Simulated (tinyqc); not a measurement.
Shallow donor in effective-mass theory, with valley-orbit splitting: one step. The valley-orbit matrix. Three cases, with inputs chosen for the exercise.

Problem. Fill it in with the strain.

Basis: the 1s envelopes of the valleys +x, -x, +y, -y, +z, -z. Diagonal E0 - D0, element -D2 between opposite valleys and -D1 between perpendicular ones. Strain along [001] adds 2 Ds/3 to the z valleys and -Ds/3 to the others.

Case 1.

Values chosen (near those of a group-V donor in Si; not measured data): E0 = -33.5 meV (single-valley level); D0 = 4.3 meV (central-cell shift); D1 = 2.2 meV (coupling of perpendicular valleys); D2 = 1.49 meV (coupling of opposite valleys); Ds = -37.9 meV (strain splitting: z valleys less the others).

Case 2.

Values chosen (near those of a group-V donor in Si; not measured data): E0 = -33.2 meV (single-valley level); D0 = 4.31 meV (central-cell shift); D1 = 2.18 meV (coupling of perpendicular valleys); D2 = 1.45 meV (coupling of opposite valleys); Ds = -22.6 meV (strain splitting: z valleys less the others).

Case 3.

Values chosen (near those of a group-V donor in Si; not measured data): E0 = -31.9 meV (single-valley level); D0 = 4.23 meV (central-cell shift); D1 = 2.22 meV (coupling of perpendicular valleys); D2 = 1.54 meV (coupling of opposite valleys); Ds = -38.1 meV (strain splitting: z valleys less the others).

Give: H.

Solution.

Case 1.

H (meV):
```
         +x       -x       +y       -y       +z       -z
+x  -25.167   -1.490   -2.200   -2.200   -2.200   -2.200
-x   -1.490  -25.167   -2.200   -2.200   -2.200   -2.200
+y   -2.200   -2.200  -25.167   -1.490   -2.200   -2.200
-y   -2.200   -2.200   -1.490  -25.167   -2.200   -2.200
+z   -2.200   -2.200   -2.200   -2.200  -63.067   -1.490
-z   -2.200   -2.200   -2.200   -2.200   -1.490  -63.067
```

Case 2.

H (meV):
```
         +x       -x       +y       -y       +z       -z
+x  -29.977   -1.450   -2.180   -2.180   -2.180   -2.180
-x   -1.450  -29.977   -2.180   -2.180   -2.180   -2.180
+y   -2.180   -2.180  -29.977   -1.450   -2.180   -2.180
-y   -2.180   -2.180   -1.450  -29.977   -2.180   -2.180
+z   -2.180   -2.180   -2.180   -2.180  -52.577   -1.450
-z   -2.180   -2.180   -2.180   -2.180   -1.450  -52.577
```

Case 3.

H (meV):
```
         +x       -x       +y       -y       +z       -z
+x  -23.430   -1.540   -2.220   -2.220   -2.220   -2.220
-x   -1.540  -23.430   -2.220   -2.220   -2.220   -2.220
+y   -2.220   -2.220  -23.430   -1.540   -2.220   -2.220
-y   -2.220   -2.220   -1.540  -23.430   -2.220   -2.220
+z   -2.220   -2.220   -2.220   -2.220  -61.530   -1.540
-z   -2.220   -2.220   -2.220   -2.220   -1.540  -61.530
```

Computed by tinyqc, one run a case: `OMP_NUM_THREADS=1 python tinyqc.py N N+1 out.jsonl` with N = 1282165, 1282211, 1282451; one thread of a shared Intel(R) Xeon(R) Processor @ 2.30GHz, about 0.01 s a run at most.
